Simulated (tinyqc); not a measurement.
Inside a calculation: nanosheet or nanowire with hard walls, valleys of the Si type. Values are carried at full precision from step to step, so a last printed digit may differ when a step is redone from the rounded ones.

Six ellipsoidal valleys along the cube axes: inverse mass tensor w = 1/mt + (1/ml - 1/mt) a a^T with a the unit axis. Device axes: x along the channel, z = [001], y = z x x.

Constants: hbar^2/2m0 = 3.80998211 eV angstrom^2; hbar = 6.58211957e-16 eV s; e^2/h = 3.874045865e-05 S; kB = 8.617333262e-05 eV/K.

Values chosen for the exercise (near those of Si; shifted at random, so the results belong to these values and not to a real crystal):
- ml = 0.899 m0 (longitudinal mass)
- mt = 0.193 m0 (transverse mass)
- channel = 110 (transport direction x on a (001) wafer)
- W = 40 angstrom (width, along y)
- H = 38 angstrom (height, along z = [001])
- dE = 0.153 eV (EF above the lowest subband edge)
- T = 300 K (temperature)
- g_all = 6 (number of valleys)

## Valley masses for a [110] channel

Rotate w into the device axes and group equal valleys (|w_yz| counts); order by w_zz, then w_yy. 1/m_x = w_xx - w_xc w_c^-1 w_cx with c the block (y, z).

Valleys:
```
group  valleys g    w_yy    w_zz  |w_yz|  m_x (m0)
A              2  5.1813  1.1123  0.0000    0.1930
B              4  3.1468  5.1813  0.0000    0.5460
```

The lightest transport mass, 0.193 m0, belongs to group A.

## One-dimensional subbands

Hard walls around a W x H rectangle. The block w_c of w in (y, z) confines; the transport mass follows from 1/m_x = w_xx - w_xc w_c^-1 w_cx. The cross-section problem c (w_yy ky^2 + 2 w_yz ky kz + w_zz kz^2), c = hbar^2/2m0, is solved in products sin(n pi y/W) sin(l pi z/H), n, l = 1 to 12; if w_yz = 0 the levels are c pi^2 (w_yy n^2/W^2 + w_zz l^2/H^2). The w_yz term couples (n, l) to (n', l') by -2 c w_yz D_nn'(W) D_ll'(H) with D_nm(L) = 4 n m/(L (n^2 - m^2)) for n + m odd and 0 otherwise.

The ten lowest levels of all groups together, numbered within each group.

Subbands:
```
label  valleys g  m_x (m0)  E (eV)
A1             2    0.1930  0.1507
B1             4    0.5460  0.2089
A2             2    0.1930  0.2376
A3             2    0.1930  0.3825
B2             4    0.5460  0.4308
A4             2    0.1930  0.5161
A5             2    0.1930  0.5852
A6             2    0.1930  0.6030
B3             4    0.5460  0.6137
A7             2    0.1930  0.7478
```

The lowest subband is A1; the number of further ones in the list within kB T = 25.9 meV of it at 300 K is 0.

## Modes, density and velocity at zero temperature

With EF = E_lowest + dE, each subband below EF has k_F = sqrt(m_x (EF - E)/c), carries n = 2 g k_F/pi electrons per length (spin included), moves at v = 2 c k_F/(hbar m_x) and adds 2 g e^2/h to the ballistic conductance; c = hbar^2/2m0, 1 angstrom/s = 1e-8 cm/s.

Occupied subbands:
```
label  k_F (1/angstrom)  n (1/nm)  v (1e7 cm/s)
A1               0.0880     1.121          5.28
B1               0.1166     2.969          2.47
A2               0.0579     0.737          3.47
```

total n = 4.827 1/nm
ballistic conductance = 619.8 microsiemens

EF lies below the last listed level, so the count is complete for these valleys (other families, and non-parabolicity above about 0.2 eV, are left out): 3 subbands with 8 valley modes. The Fermi velocity, averaged with the densities as weights, is 3.28 x 1e7 cm/s; the mean over all filled states moving one way is half of it.

## Threshold shift from confinement

Without degeneracy the line density is N1 exp((EF - Ec)/kB T) with N1 = sum 2 g sqrt(m_x kB T/(4 pi c)) exp(-E/kB T), here over n, l up to 80 where w_yz = 0 and over all levels of a 12 x 12 sine basis otherwise; the classical value is W H Nc with Nc = 2 g_all (m_dos kB T/(4 pi c))^(3/2), m_dos = (ml mt^2)^(1/3); dVt = kB T ln(W H Nc/N1).

Form N1, W H Nc and dVt.

N1 = 0.001666 1/nm
W H Nc = 0.4188 1/nm
dVt = 142.9 mV

## Checks

- Lowest level of group A on a 40 x 40 difference grid against the sine basis, eV: both 0.151.

Run: tinyqc, `OMP_NUM_THREADS=1 python tinyqc.py 1280802 1280803 out.jsonl`; Intel(R) Xeon(R) Processor @ 2.30GHz, one thread, shared host; about 0.03 s of CPU time with all checks.
